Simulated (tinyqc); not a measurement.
Inside a calculation. Method: Hubbard chain of 3 sites. One step of it, computed by the program tinyqc.

Task: The many-body Hamiltonian. Basis: all placements (u, d, 2, 0 on each site), up operators ordered before down ones; hops carry the sign of the same-spin electrons passed.

one-body matrix (hopping and site energies) (eV), lower triangle:
```
           1          2          3
1   0.330000
2  -1.340000  -0.050000
3   0.000000  -1.340000  -0.910000
```

U = 7.700000 eV

electrons, up and down: 2  2

Give: H.

Result:

H (eV), lower triangle:
```
         220      2ud      u2d      2du      202      ud2      d2u      du2
220  15.9600
2ud  -1.3400   7.4000
u2d   0.0000  -1.3400   7.0200
2du  -1.3400   0.0000   0.0000   7.4000
202   0.0000  -1.3400   0.0000  -1.3400  14.2400
ud2   0.0000   0.0000  -1.3400   0.0000  -1.3400   6.1600
d2u   0.0000   0.0000   0.0000  -1.3400   0.0000   0.0000   7.0200
du2   0.0000   0.0000   0.0000   0.0000  -1.3400   0.0000  -1.3400   6.1600
022   0.0000   0.0000   0.0000   0.0000   0.0000  -1.3400   0.0000  -1.3400

         022
022  13.4800
```
